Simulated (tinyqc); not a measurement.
Worked calculation: one-electron ion in a basis of Gaussians. Computed by tinyqc, a small Python program that keeps every step. Settings: Z = 1, l = 0. Command: `OMP_NUM_THREADS=1 python tinyqc.py 27176 27177 out.jsonl` (the two numbers bound the seeds that draw the settings). One thread of a shared host (Intel(R) Xeon(R) Processor @ 2.60GHz), about 0.01 s of CPU time with the checks.

## Matrices over normalised Gaussians

exponents of r^l exp(-a r^2) (1/bohr^2): [0.034370, 0.055810, 0.090630]

Z = 1

l = 0

With p = a_i + a_j and I(k) = Gamma((k+1)/2) / (2 p^((k+1)/2)): S = I(2l+2), T = (2l+3) a_i a_j S / p, V = -Z I(2l+1), each divided by sqrt(S_ii S_jj).

S:
```
[[1.000000, 0.957301, 0.843857],
 [0.957301, 1.000000, 0.957290],
 [0.843857, 0.957290, 1.000000]]
```

T (hartree):
```
[[0.051555, 0.061087, 0.063086],
 [0.061087, 0.083715, 0.099195],
 [0.063086, 0.099195, 0.135945]]
```

V (hartree):
```
[[-0.295842, -0.324383, -0.336650],
 [-0.324383, -0.376987, -0.413360],
 [-0.336650, -0.413360, -0.480403]]
```

## Generalised eigenproblem

H = T + V (hartree):
```
[[-0.244287, -0.263296, -0.273564],
 [-0.263296, -0.293272, -0.314165],
 [-0.273564, -0.314165, -0.344458]]
```

Solve H C = S C e through S^(-1/2); each column has its largest component positive (the first on a tie).

eigenvalues of S: [0.003883, 0.156143, 2.839973]

eigenvalues (hartree): [-0.367299, -0.093287, 0.047463]

coefficients:
```
[[-1.214321, 2.238045, -6.485523],
 [2.755449, -0.747285, 12.611099],
 [-2.583159, -1.067128, -6.381375]]
```

For Z = 1 and l = 0 the exact lowest level is -Z^2/(2 n^2) with n = l + 1: -0.500000 hartree. The basis is nearly linearly dependent, so rounded matrices do not reproduce these digits.
